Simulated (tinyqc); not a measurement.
# Geometry relaxation of a small cluster, step by step

A worked calculation. Computed by tinyqc, a small Python program that keeps every step. Command: `OMP_NUM_THREADS=1 python tinyqc.py 3007179 3007180 out.jsonl relax walk`. One thread of a shared host (Intel(R) Xeon(R) Processor @ 2.30GHz), about 0.02 s of CPU time with the checks. Intermediate numbers are printed to about 5 digits and carried at full precision; extremes and crossings named in words are read from the listed rows.

E = sum_i {sum_j A exp(-p (r_ij/r0 - 1)) - xi sqrt(rho_i)}, rho_i = sum_j exp(-2 q (r_ij/r0 - 1)); the force on i is -sum_j w_ij (R_i - R_j)/r_ij with w_ij = -(2p/r0) A exp(-p (r_ij/r0 - 1)) + (xi q/r0) exp(-2 q (r_ij/r0 - 1)) (rho_i^(-1/2) + rho_j^(-1/2)).

Inputs (values chosen for the exercise, for model atoms):
```
quantity                 value           unit
length r0                 2.94       angstrom
repulsion A               0.19             eV
hopping xi                2.19             eV
decay p                   10.6              -
decay q                   3.18              -
step factor eta          0.023  angstrom^2/eV
largest number of steps    500              -
```

Potential: Gupta. Method: conjugate gradient.

starting positions (angstrom):
```
           x      y      z
atom 1     0  -0.18  -0.16
atom 2  2.83    0.1  -0.04
atom 3  1.56   2.36   0.05
atom 4  1.37   0.58   2.17
atom 5  1.48   0.96  -2.39
```

## Energy and forces at the start

Evaluate E and the forces at the starting positions.

distances (angstrom): 1-2 2.8463, 1-3 2.9882, 1-4 2.8077, 1-5 2.9091, 2-3 2.5940, 2-4 2.6919, 2-5 2.8433, 3-4 2.7747, 3-5 2.8142, 4-5 4.5771

energy at the start = -18.260 eV

forces (eV/angstrom):
```
              x        y        z
atom 1   1.8570   1.2814  -0.0462
atom 2  -0.7137  -0.3976  -0.5283
atom 3  -0.7803  -0.7496  -0.2963
atom 4  -0.2396   0.1028  -1.2383
atom 5  -0.1235  -0.2370   2.1091
```

## The first two steps

Conjugate gradient (Polak-Ribiere): d = F + beta d(old), beta = max(0, F.(F - F(old))/|F(old)|^2), d = F at first; step length from one secant, s = eta (F.d)/(F.d - F(R + eta d).d), replaced by eta if that is not positive; R(new) = R + s d. No atom moves more than 0.3 angstrom a step (the whole step is scaled). Stop when the largest force component is below 1e-5 eV/angstrom.

positions after step 1 (angstrom):
```
             x        y        z
atom 1  0.1354  -0.0865  -0.1634
atom 2  2.7780   0.0710  -0.0785
atom 3  1.5031   2.3053   0.0284
atom 4  1.3525   0.5875   2.0797
atom 5  1.4710   0.9427  -2.2362
```

energy after step 1 = -18.645 eV

positions after step 2 (angstrom):
```
             x        y        z
atom 1  0.1503  -0.0710  -0.1668
atom 2  2.7892   0.0491  -0.0888
atom 3  1.4840   2.3132   0.0272
atom 4  1.3479   0.5900   2.0727
atom 5  1.4686   0.9388  -2.2143
```

energy after step 2 = -18.663 eV

## All steps

The formulas are those given above.

Course of the relaxation:
```
step   E (eV)  largest force (eV/angstrom)  force calls
0     -18.260                   2.1091e+00            1
1     -18.645                   1.7351e+00            3
2     -18.663                   1.5829e+00            5
3     -18.784                   1.9380e-01            7
4     -18.793                   1.3172e-01            9
5     -18.796                   1.5291e-01           11
6     -18.798                   9.2141e-02           13
7     -18.798                   1.6265e-02           15
8     -18.798                   5.6953e-03           17
9     -18.798                   4.4773e-03           19
10    -18.798                   2.7656e-03           21
11    -18.798                   2.0946e-03           23
12    -18.798                   2.4927e-04           25
13    -18.798                   1.5029e-04           27
14    -18.798                   4.4696e-05           29
15    -18.798                   2.4883e-05           31
16    -18.798                   1.8262e-05           33
17    -18.798                   6.7943e-06           35
```

final positions (angstrom):
```
             x        y        z
atom 1  0.0961  -0.0496  -0.1740
atom 2  2.8328   0.0015  -0.0947
atom 3  1.4151   2.3401   0.0466
atom 4  1.3884   0.5972   2.0889
atom 5  1.5076   0.9308  -2.2369
```

final energy = -18.798 eV

steps = 17

largest force at the end = 6.7943e-06 eV/angstrom

Converged in 17 steps.

## Curvatures at the end

Hessian at the final positions by central differences of the forces; six eigenvalues vanish (translations and rotations). Steepest descent is stable for eta below 2/lambda_max and contracts the softest mode by 1 - eta lambda_min a step.

non-zero eigenvalues (eV/angstrom^2): 2.794  2.794  7.184  9.227  9.227  11.795  11.795  22.708  33.295

condition number = 11.918

largest stable eta = 0.060069 angstrom^2/eV

contraction of the softest mode = 0.93575

All are positive, so the end point is a minimum.

## Four methods from the same start

Steepest descent: R(new) = R + eta F. BFGS: R(new) = R + B F with the inverse Hessian B = eta 1 at first; with s = R(new) - R, y = F - F(new), rho = 1/(y.s): B(new) = (1 - rho s y^T) B (1 - rho y s^T) + rho s s^T, skipped if y.s is not positive. FIRE with unit mass: if F.v > 0, v = (1 - a) v + a |v| F/|F|, and after more than 5 such steps in a row dt = min(1.1 dt, 5 dt0), a = 0.99 a; else v = 0, a = 0.1, and dt = dt/2 (not at the first step). Then v = v + dt F, R(new) = R + dt v. dt0 = sqrt(eta), a = 0.1 at first. In this comparison each method may take up to 1500 steps.

Cost:
```
method              steps  force calls  final E (eV)  calls to reach 1e-2
steepest descent      152          153       -18.798                   49
conjugate gradient     17           35       -18.798                   17
BFGS                   27           28       -18.798                   14
FIRE                  120          121       -18.798                   48
```

In force calls the order is BFGS (28), conjugate gradient (35), FIRE (121), steepest descent (153). All that converged end at the same energy. Near the minimum steepest descent multiplies the slowest mode by 0.936 in size a step, 35 steps a decade of force, at a condition number of 11.9. It is the dearest here: the others use earlier steps to learn the curvature or to build momentum along soft directions.

Checks made by the program: forces against finite differences of E (relative difference below 1e-10).
